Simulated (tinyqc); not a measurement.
Screening the field: polar nitride quantum well with polarisation fields.

Envelope functions on cells of 0.25 angstrom over barrier, well, barrier (widths Lb, Lw, Lb), psi = 0 beyond, psi'/m continuous (mean mass between points), c = hbar^2/2m0. With u(z) the integral of e F (F_w in the well, F_b = -F_w Lw/Lb in the barriers, 1 MV/cm = 0.01 V/angstrom), zero at the centre of the well, the electron sees u plus Vc in the barriers and the hole -u plus Vv. The transition is Eg + E_e + E_h; excitons are left out.

Constants: hbar^2/2m0 = 3.80998211 eV angstrom^2; hc = 1239.841984 eV nm.

Inputs chosen for the exercise (near those of an InGaN well in GaN; the results hold for these values, not for the real material): Lw = 45 angstrom (well width); Lb = 120 angstrom (barrier width); Eg = 2.924 eV (gap of the well); Vc = 0.351 eV (conduction offset); Vv = 0.165 eV (valence offset); me = 0.183 m0 (electron, well); meb = 0.2 m0 (electron, barrier); mh = 1.76 m0 (hole, everywhere).

F_w = -1.3291 MV/cm

Carriers or a semipolar orientation reduce the field; here it is simply scaled in well and barrier.

Results:

| share of the field | F_w (MV/cm) | E (eV) | nm | overlap^2 | separation (angstrom) |
|---|---|---|---|---|---|
| 1.0 | -1.329 | 2.6903 | 460.8 | 0.0094 | 32.9 |
| 0.8 | -1.063 | 2.7705 | 447.5 | 0.023 | 30.5 |
| 0.4 | -0.532 | 2.9094 | 426.1 | 0.16 | 23.0 |
| 0.2 | -0.266 | 2.9611 | 418.7 | 0.44 | 16.2 |
| 0.0 | 0.000 | 2.9862 | 415.2 | 0.97 | 0.0 |

Give the missing row, share of the field = 0.6.

Computed row:
```
share of the field  F_w (MV/cm)  E (eV)     nm  overlap^2  separation (angstrom)
0.6                      -0.797  2.8444  435.9      0.060                   27.4
```

Full screening shifts the line by -45.7 nm (+296 meV). The first fifth of the screening gives 80 meV and the last fifth 25 meV; a purely quadratic shift would give a ratio of 9, a linear one 1, and here it is 3.2.

tinyqc: `OMP_NUM_THREADS=1 python tinyqc.py 1251544 1251545 out.jsonl`; about 0.05 s, one thread, shared Intel(R) Xeon(R) Processor @ 2.30GHz.
